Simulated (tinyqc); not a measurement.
Expansion against temperature: quasi-harmonic thermal expansion with mode Grueneisen parameters. Computed by tinyqc, a small Python program. Command: `OMP_NUM_THREADS=1 python tinyqc.py 3002232 3002233 out.jsonl qha walk`. One thread of a shared host (Intel(R) Xeon(R) Processor @ 2.30GHz), about 0.03 s of CPU time with the checks.

A crystal with two atoms a cell; per atom there are 1 transverse acoustic (TA), 1/2 longitudinal acoustic (LA) and 3/2 optical (O) modes. Every frequency of group i scales as nu_i (V/V0)^(-gamma_i). The acoustic groups have Debye spectra, density 3 nu^2/nu_i^3 up to nu_i (40 Gauss-Legendre points); the optical group has one frequency. Static energy: E = (9 V0 B0/16) [y^3 B' + y^2 (2 - 4 y)], y = (V0/V)^(2/3) - 1, with pressure P_s = (3 B0/2) (z^7 - z^5) [1 + (3/4)(B' - 4)(z^2 - 1)], z = (V0/V)^(1/3).

Inputs (values chosen for the exercise, for a model crystal):

| quantity | value | unit |
|---|---|---|
| static volume V0 | 24.1 | angstrom^3/atom |
| static bulk modulus B0 | 44.3 | GPa |
| static B' | 3.9 | - |
| frequency nu_TA | 2.68 | THz |
| frequency nu_LA | 5.56 | THz |
| frequency nu_O | 7.79 | THz |
| Grueneisen parameter gamma_TA | -0.06 | - |
| Grueneisen parameter gamma_LA | 1.4 | - |
| Grueneisen parameter gamma_O | 0.97 | - |

Acoustic groups: Debye.

Constants: h x 1 THz = 4.135667696 meV; k_B = 8.617333262e-05 eV/K; 1 eV/angstrom^3 = 160.2176634 GPa.

Method:
- For a mode with x = h nu/(k_B T), n = 1/(exp(x) - 1): U = h nu (n + 1/2), C/k_B = x^2 n (n + 1); U_i and C_i sum these over group i with its weight per atom.
- Phonon pressure P_ph = sum_i gamma_i U_i/V.
- B_T = -V d(P_s + P_ph)/dV at fixed T (central difference, step 1e-4 V); alpha_V = sum gamma_i C_i k_B/(B_T V), all at V(T); the linear coefficient is alpha_L = alpha_V/3.
- V(T) solves P_s + P_ph = 0. The Grueneisen estimate uses C_i, V0 and B0 at the static volume; gamma_th = sum gamma_i C_i / sum C_i is taken at V(T).

Quasi-harmonic results:

| T (K) | V/V0 - 1 (%) | B_T (GPa) | alpha_L (ppm/K) | alpha_L, Grueneisen estimate | gamma_th |
|---|---|---|---|---|---|
| 20 | 0.4394 | 43.945 | 0.0412 | 0.0392 | 0.03859 |
| 40 | 0.4408 | 43.940 | 0.5398 | 0.5274 | 0.16711 |
| 70 | 0.4529 | 43.909 | 2.2839 | 2.2498 | 0.39744 |
| 100 | 0.4824 | 43.848 | 4.1675 | 4.1163 | 0.53113 |
| 150 | 0.5625 | 43.712 | 6.2435 | 6.1697 | 0.62087 |
| 220 | 0.7110 | 43.492 | 7.6155 | 7.5102 | 0.66210 |
| 300 | 0.9047 | 43.227 | 8.3074 | 8.1647 | 0.67889 |
| 450 | 1.2969 | 42.720 | 8.8459 | 8.6308 | 0.68977 |
| 700 | 1.9866 | 41.867 | 9.2017 | 8.8624 | 0.69485 |
| 1000 | 2.8465 | 40.843 | 9.4413 | 8.9477 | 0.69666 |

What does the comparison show, and why?

alpha_L is positive throughout. gamma_th moves from 0.04, near gamma_TA = -0.06, to 0.70, near the average over all modes, 0.70, as the stiffer groups take up their share of C. B_T changes by -7.1 % over the table, and at the highest T the estimate at fixed V0 and B0 is off by -5.2 %.

Extremes, crossings and ranges named in words are read from the listed rows.
